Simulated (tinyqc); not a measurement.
# Elastic trap-assisted tunnelling through a dielectric: what changes with what

Emitter at x = 0 (Fermi level 0), collector at x = t (Fermi level -V), band edge U(x) = phi - F x, F = V/t. A trap at x has the energy E = U(x) - Et. With G(u) = (4/(3 F)) sqrt(mo/C) max(u, 0)^1.5, C = hbar^2/(2 m0): S1 = G(phi - E) - G(Et), S2 = G(Et) - G(phi - V - E), T1,2 = exp(-S1,2). The steady rate through one trap is nu T1 T2 (f1 - f2)/(T1 + T2), f1 = f(E), f2 = f(E + V), f(y) = 1/(1 + exp(y/Vt)); both contacts offer states at E.

Parameters, values chosen for the exercise; dielectric values close to those of silicon dioxide:
- T = 300 K (temperature)
- phi = 3.17 eV (barrier above the emitter Fermi level)
- mo = 0.48 m0 (tunnelling mass)
- t = 7.4 nm (thickness)
- Et = 2.74 eV (trap depth below the band edge of the dielectric)
- Nt = 5.5e18 cm^-3 (trap density)
- nu = 1e13 1/s (attempt frequency)
- V = 1.51 V (voltage)

Constants: q = 1.602176634e-19 C, kB = 1.380649e-23 J/K, hbar = 1.054571817e-34 J s, m0 = 9.1093837015e-31 kg, Vt = kB T/q, hbar^2/(2 m0) = 0.0380998212 eV nm^2. Results are converted to the units shown.

Each table varies one quantity; the others keep the values above.

## Current against voltage

J = q Nt times the integral of the rate over x. Direct S = (4/(3 F)) sqrt(mo/C) [phi^1.5 - max(phi - V, 0)^1.5].

Results:
```
V (V)  J (A/cm^2)  x of the peak over t  larger S there  direct S
0.3      2.93e-19                 0.494            43.6      91.3
0.97     1.48e-14                 0.478            43.3      86.0
1.64     3.21e-14                 0.460            42.9      80.1
2.31     7.02e-14                 0.442            42.3      73.5
3.66     1.67e-12                 0.396            39.7      54.0
4.33     2.08e-10                 0.206            36.7      45.6
5         2.46e-8                 0.171            31.8      39.5
5.67      9.25e-7                 0.145            28.0      34.9
6.34      1.60e-5                 0.126            25.1      31.2
```

Estimate the missing row, V = 2.98 V.

Computed row:
```
V (V)  J (A/cm^2)  x of the peak over t  larger S there  direct S
2.98     2.30e-13                 0.422            41.3      65.4
```

With this row back in the table: J rises from 2.93e-19 to 1.60e-5 A/cm^2, by 7.02 decades a volt between the first two rows and 1.85 between the last two. The position of the peak falls from 0.494 to 0.126 of t; only traps beyond x/t = (phi - Et)/V lie below the emitter Fermi level, with phi - Et = 0.430 eV. It jumps from 0.396 to 0.206 between V = 3.66 and 4.33 V.

## Effect of the trap depth

Same model as above.

The same in every row: direct S = 81.3.

Effect of the trap depth:
```
Et (eV)  J (A/cm^2)  x of the peak over t  larger S there
1.43       1.88e-26                 0.443            30.9
1.68       2.37e-23                 0.453            33.8
1.94       4.74e-20                 0.460            36.5
2.2        1.09e-16                 0.465            39.0
2.46       1.12e-13                 0.464            40.8
2.71       3.69e-14                 0.463            42.8
2.97       4.26e-15                 0.466            44.9
3.23       5.49e-16                 0.469            46.9
3.49       7.76e-17                 0.471            48.8
```

J goes from 1.88e-26 through a maximum of 1.12e-13 (at Et = 2.46 eV among the rows listed) to 7.76e-17 A/cm^2. Shallow traps near the emitter lie above its Fermi level and stay empty, while deep traps face higher barriers, so a middle depth conducts best.

Range of the model: Phonon-assisted (inelastic) capture, chains of traps and a spread of trap depths are left out.

tinyqc, about 0.06 s, one thread, Intel Xeon 2.30GHz (shared host): `OMP_NUM_THREADS=1 python tinyqc.py 2370157 2370158 out.jsonl`
